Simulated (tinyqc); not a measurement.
# Floating body of a partially depleted SOI transistor: body voltage and kink: two studies

Source at 0 V. Channel current Ic = 2 nf K Vt^2 [F(0) - F(Vd)](1 + la Vd), F(V) = ln^2(1 + exp((Vg - VT - nf V)/(2 nf Vt))), VT = VT0 - gb Vb. Saturation voltage Vs = 2 Vt sqrt(F(0)) + 3 Vt, excess Ve = (Vd - Vs + sqrt((Vd - Vs)^2 + 0.0004 V^2))/2, multiplication M1 = Ai Ve exp(-Bl/Ve). Each junction passes D(v) = J1 (exp(v/Vt) - 1) + J2 (exp(v/(2 Vt)) - 1). Bipolar current Ib = bb J1 (exp(Vb/Vt) - 1). The body settles where M1 (Ic + Ib) = D(Vb) + D(Vb - Vd) + Vb/Rb; drain current Id = (1 + M1)(Ic + Ib) - D(Vb - Vd).

Inputs (values chosen for the exercise); values of the order met in partially depleted silicon-on-insulator transistors: temperature T = 330 K; threshold at zero body voltage VT0 = 0.32 V; fall of the threshold per volt of body voltage gb = 0.15; slope factor nf = 1.44; gain factor per width K = 240 uA/(V^2 um); channel-length modulation factor la = 0.08 1/V; impact-ionisation prefactor Ai = 3.55 1/V; impact-ionisation voltage Bl = 4.1 V; diffusion saturation current of each junction J1 = 1.3e-12 uA/um; recombination saturation current of each junction J2 = 1.7e-7 uA/um; gain of the lateral bipolar transistor on the diffusion current bb = 0.5; resistance of a weak body tie to the source (1e9 stands for no tie, and the term is then dropped) Rb = 1e9 kohm um; gate voltage Vg = 0.42 V; drain voltage Vd = 2.5 V.

Constants: q = 1.602176634e-19 C, kB = 1.380649e-23 J/K, Vt = kB T/q. Results are converted to the units shown.

Each table varies one quantity; the others keep the values above.

## Output curve and kink

Rows with more than one solution for Vb (latch) are left out; dId/dVd by a forward difference over 1e-4 V, swing = 1e-4 V over the change of log10 Id; M1 under 1e-12 is printed as 0.

Output curve and kink:
```
Vd (V)  Vb (V)        M1  Id, floating (uA/um)  Id, grounded (uA/um)  ratio  dId/dVd, floating (uS/um)  dId/dVd, grounded (uS/um)
0.6     0.3722  4.855e-5                 2.442                 1.282  1.905                      5.959                     0.1014
0.8     0.5831  0.001733                 3.391                 1.306  2.596                      3.555                     0.1503
1       0.6761   0.01334                 3.965                 1.349  2.938                      2.522                     0.3000
1.2     0.7248   0.04908                 4.504                 1.433  3.144                      3.072                     0.5482
1.4     0.7566    0.1213                 5.260                 1.573  3.344                      4.644                     0.8608
1.6     0.7804    0.2370                 6.430                 1.779  3.614                      7.256                      1.204
1.8     0.7999    0.3983                 8.264                 2.055  4.021                      11.43                      1.557
2       0.8171    0.6042                 11.19                 2.401  4.661                      18.55                      1.904
2.2     0.8337    0.8522                 16.11                 2.816  5.722                      32.37                      2.239
```

Vb rises from 0.372 to 0.834 V and the ratio of the currents rises from 1.90 to 5.72. The output conductance with a floating body exceeds the grounded value by the largest factor among the rows, 58.8, at Vd = 0.6 V, where Vb = 0.372 V and M1 = 4.86e-5.

## Transfer curve and swing

Same model as above.

Transfer curve and swing:
columns A: Vg (V); B: Vb (V); C: M1; D: Id, floating (uA/um); E: Id, grounded (uA/um); F: ratio; G: swing, floating (mV/decade); H: swing, grounded (mV/decade)
```
A           B      C         D         E      F      G      H
-0.13  0.3338  1.569  9.844e-5  2.914e-5  3.378  75.11  95.04
-0.03  0.5060  1.566  0.002148  3.299e-4  6.512  73.63  95.02
0.07   0.6610  1.555   0.05779  0.003665  15.77  67.56  96.58
0.17   0.7630  1.520     1.158   0.03782  30.62  94.70  101.8
0.27   0.8194  1.448     7.703    0.3188  24.16  161.3  117.2
0.37   0.8507  1.349     23.17     1.804  12.84  275.5  155.2
0.47   0.8689  1.240     45.06     6.251  7.209  436.3  225.5
0.57   0.8803  1.132     69.78     14.64  4.767  634.5  326.4
0.67   0.8879  1.027     95.25     26.70  3.567  861.9  449.2
```

Vb rises from 0.334 to 0.888 V. The smallest swing among the rows is 67.6 mV a decade with a floating body (at Vg = 0.07 V) and 95.0 with a grounded one; Vt ln 10 = 65.5. The floating swing is smaller by more than 3 % for Vg = -0.13, -0.03, 0.07, 0.17 V, where the rising Vb lowers the threshold as Vg rises. In the first row the floating body raises the current by a factor of 3.38.

Range of the model: The multiplication law is an empirical form chosen for the exercise; self-heating and capacitive coupling to the body are left out, and the linear laws are rough once Vb passes about 0.7 V or M1 about 0.1.

Program tinyqc, `OMP_NUM_THREADS=1 python tinyqc.py 2182061 2182062 out.jsonl`; Intel Xeon 2.30GHz, shared host, one thread, about 0.2 s.
